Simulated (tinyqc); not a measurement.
The decay curve: photoconductance decay in a wafer: bulk and surface recombination modes, and iron detection by pair splitting. Computed by tinyqc, a small Python program. Command: `OMP_NUM_THREADS=1 python tinyqc.py 3112257 3112258 out.jsonl pcd walk`. One thread of a shared host (Intel(R) Xeon(R) Processor @ 2.30GHz), about 0.01 s of CPU time with the checks.

Both faces of the wafer have the same S; injection is low and all coefficients are constant. x runs from -W/2 to W/2.

Inputs (values chosen for the exercise, modelled on p-type silicon):

| quantity | value | unit |
|---|---|---|
| thickness W | 775 | micrometre |
| diffusivity D | 33.8 | cm^2/s |
| bulk lifetime tau_b without iron | 9.2 | microsecond |
| surface recombination velocity S | 92 | cm/s |
| absorption coefficient alpha | 390 | 1/cm |

Method:
- Even modes cos(a x) obey b tan b = S W/(2 D) with b = a W/2, odd modes sin(a x) obey -b cot b = S W/(2 D); each decays at the rate 1/tau_b + D a^2.
- tau_eff is the decay time of the first mode. The surface time is 1/(D a^2) of that mode; shortcuts for it are W/(2 S), W^2/(pi^2 D) and their sum, whose error is sum/surface time - 1.
- Light from one face makes n(x, 0) proportional to exp(-alpha (x + W/2)). Only even modes carry the thickness average: weight c_n = [sin b/b] int n cos(a x) dx / (int cos^2(a x) dx x mean n), with int exp(-alpha (x + W/2)) cos(a x) dx = [alpha cos b (1 - E) + a sin b (1 + E)]/(alpha^2 + a^2), E = exp(-alpha W), and int cos^2 = W/2 + sin(2 b)/(2 a).
- Mean density = sum_n c_n exp(-t/tau_n) over 60 modes; the local decay time is -1/(d ln n/dt).

W^2/(pi^2 D) = 18.0047 microsecond

tau_eff = 9.00993 microsecond

Decay:

| t / (W^2/(pi^2 D)) | t (microsecond) | mean density/start | local decay time (microsecond) |
|---|---|---|---|
| 0.02 | 0.360 | 0.95575 | 8.2630 |
| 0.05 | 0.900 | 0.89636 | 8.5308 |
| 0.10 | 1.800 | 0.80754 | 8.6997 |
| 0.20 | 3.601 | 0.65778 | 8.8345 |
| 0.50 | 9.002 | 0.35881 | 8.9607 |
| 1.00 | 18.005 | 0.13180 | 9.0034 |
| 2.00 | 36.009 | 0.01786 | 9.0098 |

The local decay time goes from 8.26 to 9.01 microsecond against tau_eff = 9.01.
